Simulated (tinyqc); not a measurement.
Strain, valley repopulation and piezoresistance in a many-valley conduction band: one step, computed by the program tinyqc. Command: `OMP_NUM_THREADS=1 python tinyqc.py 3012772 3012773 out.jsonl valleys walk`. One thread of a shared host (Intel(R) Xeon(R) Processor @ 2.30GHz), about 0.04 s of CPU time with the checks.

Valleys are ellipsoids with mass m_l along the axis a and m_t across it, parabolic, with one constant relaxation time; strain shifts the valleys and leaves the masses alone. Currents are taken along [110], along the load, and along [1-10], across the load.

Problem. Valley shifts. Herring-Vogt shift of a valley with unit axis a: dE = Xi_d tr(e) + Xi_u a.e.a.

Inputs (values chosen for the exercise, modelled on germanium): shear deformation potential Xi_u = 16.1 eV; dilation deformation potential Xi_d = -4.5 eV.

Valley axes: <111> (4 valleys). Load: uniaxial [110].

strain tensor (%):
```
             x            y           z
x  -0.07439888  -0.07835821  0.00000000
y  -0.07835821  -0.07439888  0.00000000
z   0.00000000   0.00000000  0.05571265
```

Constants: k_B = 8.617333262e-05 eV/K.

Give: shifts dE; splitting (highest minus lowest).

Solution.

shifts dE (meV): [111] -9.217, [-111] 7.604, [1-11] 7.604, [11-1] -9.217

splitting (highest minus lowest) = 16.82 meV
